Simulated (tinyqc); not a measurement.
# Convergence with the mesh in the empty well

In an empty well of width L and depth Vb, level k solves kw L/2 = (k - 1) pi/2 + arctan(sqrt((mw/mb)(Vb - E)/E)) with kw = sqrt(mw E/C), C = hbar^2/(2 m0). Mesh: N intervals across the well, hz = L/N, nodes at (i + 1/2) hz from an edge, mass (mw + mb)/2 on the interval that holds an interface, walls 3 L outside the edges; H_ii = C (1/m_(i-1/2) + 1/m_(i+1/2))/hz^2 + V_i, H_(i,i+1) = -C/(m_(i+1/2) hz^2). No field, no charge.

Inputs (values chosen for the exercise); material values close to those of GaAs in AlGaAs: mass along z in the well mw = 0.0654 m0; mass along z in the barriers mb = 0.0943 m0; barrier height Vb = 0.255 eV; well width L = 19.8 nm.

Constants: q = 1.602176634e-19 C, hbar = 1.054571817e-34 J s, m0 = 9.1093837015e-31 kg, hbar^2/(2 m0) = 0.0380998212 eV nm^2. Results are converted to the units shown.

The same in every row: exact E1 (meV) = 10.471.

Convergence with the mesh in the empty well:

| N | E1 on the mesh (meV) | error (%) |
|---|---|---|
| 4 | 7.3959 | -29.4 |
| 8 | 9.2672 | -11.5 |
| 16 | 10.108 | -3.46 |
| 32 | 10.375 | -0.918 |
| 64 | 10.446 | -0.233 |
| 128 | 10.465 | -0.0585 |

The error goes from -29 % to -0.058 %; between N = 32 and 64 it shrinks by a factor of 3.9, the 4 of a second-order scheme.

tinyqc, about 0.1 s, one thread, Intel Xeon 2.30GHz (shared host): `OMP_NUM_THREADS=1 python tinyqc.py 2140046 2140047 out.jsonl`
